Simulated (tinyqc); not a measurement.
G0W0 on RHF in the 6-31g basis, for H2, spin multiplicity 1, step by step. Computed by tinyqc, a small Python program that keeps every step (integrals from PySCF). Settings: charge = 0, multiplicity = 1, basis = 6-31g, method = RHF, energy threshold = 1e-10, iteration cap = 78, orthogonalisation = symmetric, start = core, DIIS depth = 6. Command: `OMP_NUM_THREADS=1 python tinyqc.py 21651 21652 out.jsonl` (the two numbers bound the seeds that draw the settings). One thread of a shared host (Intel(R) Xeon(R) Processor @ 2.60GHz), about 0.04 s of CPU time with the checks. The early iterations of the SCF are left out here.

## One-electron integrals

Geometry (angstrom):

| atom | x | y | z |
|---|---|---|---|
| H | 0.00000 | 0.00000 | 0.00000 |
| H | 0.00000 | 0.00000 | 0.91000 |

Basis 6-31g: exponents (1/bohr^2) and contraction coefficients of normalised primitives:

| element | l (shell) | exponent | coefficient |
|---|---|---|---|
| H | s (1) | 18.73114 | 0.03349 |
| H | s (1) | 2.82539 | 0.23473 |
| H | s (1) | 0.64012 | 0.81376 |
| H | s (2) | 0.16128 | 1.00000 |

Overlap, kinetic and nuclear-attraction integrals over the contracted functions; the nuclear repulsion is the sum of Za Zb / Rab.

nuclear repulsion = 0.5815134 hartree

overlap S:
```
         1H 1s    1H 2s    2H 1s    2H 2s
1H 1s  1.00000  0.65829  0.31553  0.44629
1H 2s  0.65829  1.00000  0.44629  0.78784
2H 1s  0.31553  0.44629  1.00000  0.65829
2H 2s  0.44629  0.78784  0.65829  1.00000
```

kinetic energy T (hartree):
```
         1H 1s    1H 2s    2H 1s    2H 2s
1H 1s  1.39568  0.25974  0.08121  0.13018
1H 2s  0.25974  0.24192  0.13018  0.16029
2H 1s  0.08121  0.13018  1.39568  0.25974
2H 2s  0.13018  0.16029  0.25974  0.24192
```

nuclear attraction V (hartree):
```
          1H 1s     1H 2s     2H 1s     2H 2s
1H 1s  -2.23246  -1.11510  -0.65375  -0.78231
1H 2s  -1.11510  -1.12513  -0.78231  -0.93494
2H 1s  -0.65375  -0.78231  -2.23246  -1.11510
2H 2s  -0.78231  -0.93494  -1.11510  -1.12513
```

core Hamiltonian H = T + V (hartree):
```
          1H 1s     1H 2s     2H 1s     2H 2s
1H 1s  -0.83678  -0.85537  -0.57254  -0.65213
1H 2s  -0.85537  -0.88321  -0.65213  -0.77465
2H 1s  -0.57254  -0.65213  -0.83678  -0.85537
2H 2s  -0.65213  -0.77465  -0.85537  -0.88321
```

## Two-electron integrals

Functions are numbered as in S; the eight-fold symmetry (ij|kl) = (ji|kl) = (kl|ij) leaves the list below.

Two-electron integrals (ij|kl) in chemists' order, unique and non-zero (hartree):
```
(11|11) 1.07657   (21|11) 0.57847   (21|21) 0.32942   (22|11) 0.58740
(22|21) 0.36130   (22|22) 0.45315   (31|11) 0.26519   (31|21) 0.15326
(31|22) 0.17115   (31|31) 0.09382   (32|11) 0.27463   (32|21) 0.16944
(32|22) 0.21120   (32|31) 0.11106   (32|32) 0.15033   (33|11) 0.56384
(33|21) 0.35701   (33|22) 0.46174   (33|31) 0.26519   (33|32) 0.38351
(33|33) 1.07657   (41|11) 0.38351   (41|21) 0.21953   (41|22) 0.24274
(41|31) 0.11106   (41|32) 0.12601   (41|33) 0.27463   (41|41) 0.15033
(42|11) 0.43354   (42|21) 0.26882   (42|22) 0.34331   (42|31) 0.14345
(42|32) 0.18819   (42|33) 0.43354   (42|41) 0.18819   (42|42) 0.28126
(43|11) 0.35701   (43|21) 0.22479   (43|22) 0.29195   (43|31) 0.15326
(43|32) 0.21953   (43|33) 0.57847   (43|41) 0.16944   (43|42) 0.26882
(43|43) 0.32942   (44|11) 0.46174   (44|21) 0.29195   (44|22) 0.39035
(44|31) 0.17115   (44|32) 0.24274   (44|33) 0.58740   (44|41) 0.21120
(44|42) 0.34331   (44|43) 0.36130   (44|44) 0.45315
```

## Orthogonalisation

S = U s U^T; symmetric (Loewdin) form X = U s^(-1/2) U^T, so that X^T S X = 1.

eigenvalues of S: 0.13096  0.42214  0.76567  2.68123

X:
```
          1H 1s     1H 2s     2H 1s     2H 2s
1H 1s   1.26105  -0.49760  -0.08909   0.04366
1H 2s  -0.49760   1.76692   0.04366  -0.78906
2H 1s  -0.08909   0.04366   1.26105  -0.49760
2H 2s   0.04366  -0.78906  -0.49760   1.76692
```

## Iteration 9 (converged): orbitals

converged F (hartree):
```
          1H 1s     1H 2s     2H 1s     2H 2s
1H 1s   0.05303  -0.45407  -0.46449  -0.45128
1H 2s  -0.45407  -0.32414  -0.45128  -0.36980
2H 1s  -0.46449  -0.45128   0.05303  -0.45407
2H 2s  -0.45128  -0.36980  -0.45407  -0.32414
```

Diagonalise F' = X^T F X, C = X C', fill 1 alpha and 1 beta electrons from the bottom; D = 2 C_occ C_occ^T. Each column has its largest component positive (the first on a tie).

F' = X^T F X (hartree):
```
          1         2         3         4
1   0.60800  -0.57450  -0.35284  -0.12267
2  -0.57450   0.25655  -0.12267  -0.20113
3  -0.35284  -0.12267   0.60800  -0.57450
4  -0.12267  -0.20113  -0.57450   0.25655
```

orbital energies (hartree): MO1 -0.54899, MO2 0.19211, MO3 0.85958, MO4 1.22641

coefficients C:
```
           MO1       MO2       MO3       MO4
1H 1s  0.30031   0.15380   0.83641  -1.01699
1H 2s  0.31218   1.36420  -0.69547   1.24577
2H 1s  0.30031  -0.15380   0.83641   1.01699
2H 2s  0.31218  -1.36420  -0.69547  -1.24577
```

D after iteration 9:
```
         1H 1s    1H 2s    2H 1s    2H 2s
1H 1s  0.18038  0.18751  0.18038  0.18751
1H 2s  0.18751  0.19492  0.18751  0.19492
2H 1s  0.18038  0.18751  0.18038  0.18751
2H 2s  0.18751  0.19492  0.18751  0.19492
```

## Convergence

Stop when the energy changes by less than 1e-10 hartree and every element of the error matrix X^T (F D S - S D F) X is below 3e-06.

Course of the cycle:

| iteration | E (hartree) | change | largest element of the error matrix |
|---|---|---|---|
| 1 | -1.0689115 | - | 1.54e-01 |
| 2 | -1.1091563 | -4.02e-02 | 2.45e-02 |
| 3 | -1.1101612 | -1.00e-03 | 1.18e-04 |
| 4 | -1.1101612 | -1.95e-08 | 4.79e-05 |
| 5 | -1.1101612 | -2.33e-09 | 3.00e-05 |
| 6 | -1.1101612 | -7.10e-10 | 2.19e-05 |
| 7 | -1.1101612 | -3.06e-10 | 1.72e-05 |
| 8 | -1.1101612 | -4.94e-10 | 2.88e-08 |
| 9 | -1.1101612 | -2.22e-15 | 4.71e-11 |

PySCF RHF in the same basis = -1.1101612 hartree

Converged in 9 iterations.

## Integrals over molecular orbitals

(pq|rs) = sum C_ip C_jq C_kr C_ls (ij|kl), one index at a time.

one-electron integrals over orbitals h = C^T H C (hartree):
```
          1         2         3        4
1  -1.14268   0.00000  -0.14567  0.00000
2   0.00000  -0.58715   0.00000  0.19971
3  -0.14567   0.00000  -0.06798  0.00000
4   0.00000   0.19971   0.00000  0.14638
```

Two-electron integrals over orbitals (pq|rs), unique and non-zero (hartree):
```
(11|11) 0.59369    (21|21) 0.09798    (22|11) 0.43863    (22|22) 0.39523
(31|11) 0.14567    (31|22) 0.06192    (31|31) 0.09978    (32|21) -0.00208
(32|32) 0.03480    (33|11) 0.51367    (33|22) 0.39395    (33|31) 0.11928
(33|33) 0.46883    (41|21) -0.08109   (41|32) -0.03965   (41|41) 0.11987
(42|11) -0.14040   (42|22) -0.06602   (42|31) -0.07928   (42|33) -0.11165
(42|42) 0.07775    (43|21) -0.10694   (43|32) -0.02302   (43|41) 0.12591
(43|43) 0.15720    (44|11) 0.59995    (44|22) 0.44698    (44|31) 0.18170
(44|33) 0.53890    (44|42) -0.16589   (44|44) 0.66733
```

## Screening: direct RPA

With D = e_a - e_i and K = (ia|jb): diagonalise D^(1/2) (D + 4K) D^(1/2) = Z w^2 Z^T; X + Y = D^(1/2) Z w^(-1/2), each column of Z with its largest component positive (the first on a tie); E_c = (sum w - tr (D + 2K)) / 2.

D^(1/2) (D + 4K) D^(1/2) (hartree^2):
```
          1>2      1>3       1>4
1>2   0.83971  0.00000  -0.37206
1>3   0.00000  2.54625   0.00000
1>4  -0.37206  0.00000   4.00336
```

excitation energies w (hartree): 0.89249  1.59570  2.01160

X + Y:
```
           1        2         3
1>2  0.90518  0.00000  -0.06995
1>3  0.00000  0.93954   0.00000
1>4  0.16255  0.00000   0.93320
```

RPA correlation energy = -0.0302842 hartree

## G0W0 on Hartree-Fock: HOMO

W(p,q,m) = sqrt2 sum_ia (pq|ia) (X+Y)_ia,m; Sigma_c(x) = sum_(i,m) W^2/(x - e_i + w_m) + sum_(a,m) W^2/(x - e_a - w_m); solve x = e_p + Sigma_c(x) by Newton steps; Z = 1/(1 - dSigma/dx); 1 hartree = 27.211386 eV.

The 12 largest terms at x = e_p (hartree; W for the signs of X + Y given):

| q | m | W | term |
|---|---|---|---|
| 1 | 2 | 0.19355 | 0.02348 |
| 4 | 3 | 0.16623 | -0.00730 |
| 2 | 1 | 0.10679 | -0.00698 |
| 3 | 2 | 0.13257 | -0.00585 |
| 2 | 3 | -0.11671 | -0.00495 |
| 4 | 1 | -0.07625 | -0.00218 |

Newton steps (hartree):

| step | x | Sigma_c(x) | Z |
|---|---|---|---|
| 0 | -0.54899 | -0.00378 | 0.97516 |
| 1 | -0.55268 | -0.00368 | 0.97513 |
| 2 | -0.55268 | -0.00368 | 0.97513 |

quasiparticle energy of the HOMO = -15.03918 eV

Hartree-Fock value = -14.93891 eV

## G0W0 on Hartree-Fock: LUMO

As before.

The 12 largest terms at x = e_p (hartree; W for the signs of X + Y given):

| q | m | W | term |
|---|---|---|---|
| 1 | 1 | 0.10679 | 0.00698 |
| 1 | 3 | -0.11671 | 0.00495 |
| 2 | 2 | 0.08227 | -0.00424 |
| 4 | 2 | -0.10534 | -0.00422 |
| 3 | 3 | -0.05213 | -0.00101 |
| 3 | 1 | -0.01177 | -0.00009 |

Newton steps (hartree):

| step | x | Sigma_c(x) | Z |
|---|---|---|---|
| 0 | 0.19211 | 0.00236 | 0.98935 |
| 1 | 0.19445 | 0.00234 | 0.98935 |
| 2 | 0.19445 | 0.00234 | 0.98935 |

quasiparticle energy of the LUMO = 5.29136 eV

Hartree-Fock value = 5.22770 eV
